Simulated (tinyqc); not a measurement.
Inside a calculation. Model: input admittance of a MOSFET at zero drain bias: distributed channel and distributed gate.

Numbers from tinyqc (`OMP_NUM_THREADS=1 python tinyqc.py 2262071 2262072 out.jsonl`; about 0.01 s on one thread of a shared Intel Xeon 2.30GHz). Printed values are rounded.

Source and drain grounded, strong inversion, w = 2 pi f, Cox = eps0 eox/tox. The channel is an RC line of resistance 1/(mu Cox Vo) per square fed from both ends, so one finger has the intrinsic admittance y = i w Cox L tanh(g)/g per width, g = (1/2) sqrt(i w tau), tau = L^2/(mu Vo). The vertical resistance rv/L is in series with y, the overlaps 2 i w Cov in parallel: y_t = 1/(1/y + rv/L) + 2 i w Cov. The gate strip is a line of Rsh/L per length loaded by y_t, so a finger has Y = y_t Wf tanh(k)/k, k = (Wf/sd) sqrt(y_t Rsh/L); the device has Nf Y.

Values chosen for this exercise; values of the order met in silicon radio-frequency transistors: relative permittivity of the gate insulator (close to silicon nitride) eox = 7.63; insulator thickness tox = 8.4 nm; channel length L = 0.16 um; finger width Wf = 14 um; number of fingers Nf = 4; channel mobility mu = 170 cm^2/(V s); gate overdrive Vo = 0.34 V; sheet resistance of the gate Rsh = 6 ohm/square; vertical resistivity of the gate stack rv = 0 ohm um^2; number of ends at which a finger is contacted sd = 1; overlap and fringe capacitance on each side Cov = 0.18 fF/um; frequency f = 26 GHz.

Constants: eps0 = 8.8541878128e-14 F/cm where lengths are in cm. Results are converted to the units shown.

## Low-frequency resistances and capacitance

Low-frequency limits, with c = Cox L and ct = c + 2 Cov: R_strip = Rsh Wf/(3 sd^2 L Nf), R_ch = (c/ct)^2 L/(12 mu Cox Vo Wf Nf), R_vert = (c/ct)^2 rv/(L Wf Nf), C = ct Wf Nf.

parts (ohm): strip 43.75, channel 3.12731, vertical 0
sum = 46.8773 ohm
C = 92.2213 fF
1/(2 pi R C) = 36.8151 GHz

The strip term is the largest, 93.3 % of the sum.

## Admittance of the channel and stack per width

tau, g, c = Cox L, y and y_t as defined.

tau = 4.42907 ps
g = 0.300738+0.300738i
c = 1.28681 fF/um
y = 12.608+209.304i uS/um
y_t = 12.608+268.115i uS/um

w tau = 0.724, and Im y is 0.996 of w c.

## Input impedance of the device

k and Y as defined; Z = 1/(Nf Y) = R + 1/(i w C); Q = |Im Z|/R; signal at the point farthest from a contact |1/cosh k|.

k = 1.01624+0.96958i
Nf Y = 6.28960+9.91870i mS
R = 45.5968 ohm
C = 85.1297 fF
Q = 1.57700
signal at the far point = 0.753571

R is 2.7 % below its low-frequency limit and C is 7.7 % below its own.
